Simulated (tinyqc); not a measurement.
Coherent transport through a tight-binding region between two chains, step by step. One step of it, computed by the program tinyqc.

Question. Transmission at E = -0.18 eV. Surface Green function g = (E - i sqrt(4 t^2 - E^2)) / (2 t^2); self-energy tc^2 g on each contact site; G = (E - H - Sigma)^(-1); Gamma = -2 Im Sigma; T = Gamma_L Gamma_R |G_LR|^2; local density of states -Im G_ii / pi.

H of the central region (eV), lower triangle:
```
           1          2         3
1   0.000000
2  -1.760000   0.000000
3   0.000000  -0.440000  0.000000
```

Leads: semi-infinite chains with site energy 0:
```
parameter                           value
lead hopping t (eV)              2.880000
coupling to the left lead (eV)   1.190000
coupling to the right lead (eV)  0.300000
left contact site                       1
right contact site                      3
```

E = -0.180000 eV

Give: g; G; local density of states; transmission.

Answer.

g = -0.0109-0.3471i 1/eV

G (1/eV), lower triangle:
```
                 1               2                3
1  -0.2509-0.0849i
2   0.5210+0.0621i  0.0661-0.1397i
3   1.2168+0.3650i  0.2157-0.3056i  -4.7791-1.5850i
```

local density of states (1/eV): 0.0270  0.0445  0.5045

transmission = 0.0991
